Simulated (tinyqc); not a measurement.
Raising U: Hubbard chain of 4 sites, mean field against exact. Computed by the program tinyqc. Collinear unrestricted mean field (the lowest of 40 random starts) against exact diagonalisation.

one-body matrix (hopping and site energies) (eV):
```
         1        2        3        4
1   0.0000  -0.7400   0.0000   0.0000
2  -0.7400   0.0000  -0.7400   0.0000
3   0.0000  -0.7400   0.0000  -0.7400
4   0.0000   0.0000  -0.7400   0.0000
```

electrons, up and down: 2  2

Exact and mean-field results (eV):
```
U            U/t    E exact  E mean field  mean |n_up - n_down|  double occupancy, exact  first gap in the sector
0.3700    0.5000  -2.958582     -2.939381                0.0000                   0.2241                   0.8120
0.7400    1.0000  -2.645771     -2.569381                0.0000                   0.1988                   0.7242
1.4800    2.0000  -2.128198     -1.847808                0.3935                   0.1521                   0.5837
2.9600    4.0000  -1.445328     -1.061398                0.8199                   0.0849                   0.3998
4.4400    6.0000  -1.059633     -0.725941                0.9177                   0.0494                   0.2942
5.9200    8.0000  -0.826708     -0.549132                0.9534                   0.0312                   0.2299
8.8800   12.0000  -0.568370     -0.368275                0.9792                   0.0152                   0.1582
14.8000  20.0000  -0.346779     -0.221629                0.9925                   0.0057                   0.0966
```

Estimate the missing row, U = 2.22.

Computed row:
```
U          U/t    E exact  E mean field  mean |n_up - n_down|  double occupancy, exact  first gap in the sector
2.2200  3.0000  -1.737096     -1.363074                0.6966                   0.1138                   0.4787
```

In absolute terms mean field is worst at U/t = 4.0, 0.384 eV too high: at small U it is nearly exact, and at large U it misses only exchange-scale energies. Its local moments set in at U/t = 2.0 of those listed, a broken symmetry that the exact state of a finite cluster with equal spins does not have. Relative to the exact energy its error is 0.6 % at the smallest U, 36 % at most and 36 % at the largest. The double occupancy falls from 0.224 to 0.006; at the largest U the first gap is 0.65 times the exchange scale 4t^2/U.
